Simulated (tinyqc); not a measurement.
Quasi-harmonic thermal expansion with mode Grueneisen parameters. Changing the frequency nu_O. Computed by tinyqc, a small Python program. Command: `OMP_NUM_THREADS=1 python tinyqc.py 3004993 3004994 out.jsonl qha sweep`. One thread of a shared host (Intel(R) Xeon(R) Processor @ 2.30GHz), about 0.05 s of CPU time with the checks.

A crystal with two atoms a cell; per atom there are 1 transverse acoustic (TA), 1/2 longitudinal acoustic (LA) and 3/2 optical (O) modes. Every frequency of group i scales as nu_i (V/V0)^(-gamma_i). The acoustic groups have Debye spectra, density 3 nu^2/nu_i^3 up to nu_i (40 Gauss-Legendre points); the optical group has one frequency. Static energy: E = (9 V0 B0/16) [y^3 B' + y^2 (2 - 4 y)], y = (V0/V)^(2/3) - 1, with pressure P_s = (3 B0/2) (z^7 - z^5) [1 + (3/4)(B' - 4)(z^2 - 1)], z = (V0/V)^(1/3).

Inputs (values chosen for the exercise, modelled on zinc selenide): static volume V0 = 22.8 angstrom^3/atom; static bulk modulus B0 = 63.2 GPa; static B' = 4.9; frequency nu_TA = 1.95 THz; frequency nu_LA = 4.83 THz; Grueneisen parameter gamma_TA = -1.3; Grueneisen parameter gamma_LA = 1.2; Grueneisen parameter gamma_O = 1.3; temperature T = 200 K; step factor f = 0.8.

Acoustic groups: Debye.

Constants: h x 1 THz = 4.135667696 meV; k_B = 8.617333262e-05 eV/K; 1 eV/angstrom^3 = 160.2176634 GPa.

Method:
- For a mode with x = h nu/(k_B T), n = 1/(exp(x) - 1): U = h nu (n + 1/2), C/k_B = x^2 n (n + 1); U_i and C_i sum these over group i with its weight per atom.
- Phonon pressure P_ph = sum_i gamma_i U_i/V.
- gamma_th = sum gamma_i C_i / sum C_i; volume expansion coefficient alpha_V = gamma_th C k_B/(B0 V0); linear coefficient alpha_V/3; first-order volume change P_ph/B0.
- Start at V0 and step V(new) = V [1 + f (P_s + P_ph)/B0]; stop when |P_s + P_ph| < 1e-8 GPa, after 60 steps, or when V leaves 0.7 to 1.3 V0.
- B_T = -V d(P_s + P_ph)/dV at fixed T (central difference, step 1e-4 V); alpha_V = sum gamma_i C_i k_B/(B_T V), all at V(T); the linear coefficient is alpha_L = alpha_V/3.
- C_P - C_V = alpha_V^2 B_T V T; the optical frequency is nu_O (V/V0)^(-gamma_O).
- At T = 0, U_i is the zero-point energy (h nu/2 a mode); solve P_s + P_ph = 0.

One run for each value; columns: (1) frequency nu_O (THz); (2) zero-point volume change (%); (3) linear expansion coefficient (ppm/K); (4) gamma_th at V0; (5) volume change from V0 (%):
```
(1)        (2)      (3)       (4)      (5)
3.33   0.15554   3.6217   0.39071  0.26526
4.20   0.19460   3.4416   0.37678  0.27672
5.28   0.24310   3.1732   0.35521  0.29437
6.65   0.30468   2.7754   0.32131  0.32186
8.37   0.38205   2.2152   0.26920  0.36376
10.50  0.47798   1.4838   0.19216  0.42552
13.20  0.59974   0.5891   0.08080  0.51647
16.70  0.75787  -0.3940  -0.06995  0.64964
```

Over the rows, zero-point volume change (%) rises from 0.156 to 0.758 (exponent d ln y / d ln x about 0.98 throughout); linear expansion coefficient (ppm/K) falls from 3.62 to -0.394; gamma_th at V0 falls from 0.391 to -0.0699. A stiffer optical group stores more zero-point energy, which pushes the volume up in proportion to gamma_O nu_O, but it freezes out of the heat capacity and so adds less to alpha at this T.
